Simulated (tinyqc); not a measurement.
Mass anisotropy: shallow donor in an anisotropic valley (effective-mass theory).

One valley: H = -c [(d2/dx2 + d2/dy2)/mt + (d2/dz2)/ml] - q/(eps r), c = hbar^2/2m0, q = e^2/(4 pi eps0). Trial function exp(-sqrt((x^2 + y^2)/a^2 + z^2/b^2)) with a > b: T = (c/3)(2/(mt a^2) + 1/(ml b^2)), V = -(q/eps) atan(u/b)/u, u = sqrt(a^2 - b^2). The central cell of the impurity is left out.

Constants: hbar^2/2m0 = 3.80998211 eV angstrom^2; e^2/(4 pi eps0) = 14.39964547 eV angstrom; Ry = 13.60569312 eV; a0 (Bohr radius) = 0.5291772105 angstrom.

Parameters, chosen for this exercise (out of a larger set: near those of a group-V donor in Si; not measured data): mt = 0.183 m0 (transverse mass); eps = 11.3 (dielectric constant); xs = (1.1, 2.1, 3.3, 6.5, 12, 26, 59, 210) (ratios ml/mt).

mt and eps fixed, ml varied. Energies in units of Ry*(mt) = Ry mt/eps^2 and lengths in a*(mt) = a0 eps/mt; the last two columns use one mass, 3/(1/ml + 2/mt) or (ml mt^2)^(1/3).

Results:

| ml/mt | a/a* | b/a | binding | conductivity mass | density-of-states mass |
|---|---|---|---|---|---|
| 1.10 | 0.980 | 0.967 | 1.032 | 1.031 | 1.032 |
| 2.10 | 0.862 | 0.768 | 1.259 | 1.212 | 1.281 |
| 3.30 | 0.796 | 0.656 | 1.425 | 1.303 | 1.489 |
| 6.50 | 0.715 | 0.517 | 1.678 | 1.393 | 1.866 |
| 12.0 | 0.658 | 0.418 | 1.906 | 1.440 | 2.289 |
| 26.0 | 0.602 | 0.321 | 2.181 | 1.472 | 2.962 |
| 59.0 | 0.558 | 0.242 | 2.449 | 1.487 | 3.893 |
| 210 | 0.511 | 0.158 | 2.801 | 1.496 | 5.944 |

The binding grows from 1.03 to 2.80 Ry*(mt); for ml going to infinity the exact problem becomes two-dimensional, with 4 Ry*. The conductivity mass saturates at 1.5 and underbinds, by 17 % at ml/mt = 6.5; the density-of-states mass errs by +11 % there and by +112 % in the last row. With these mt and eps one unit is 19.50 meV.

Computed by tinyqc, a small Python program: `OMP_NUM_THREADS=1 python tinyqc.py 1280867 1280868 out.jsonl` (the numbers bound the seed that draws the inputs); one thread of a shared host (Intel(R) Xeon(R) Processor @ 2.30GHz), about 0.01 s for the whole set of steps.
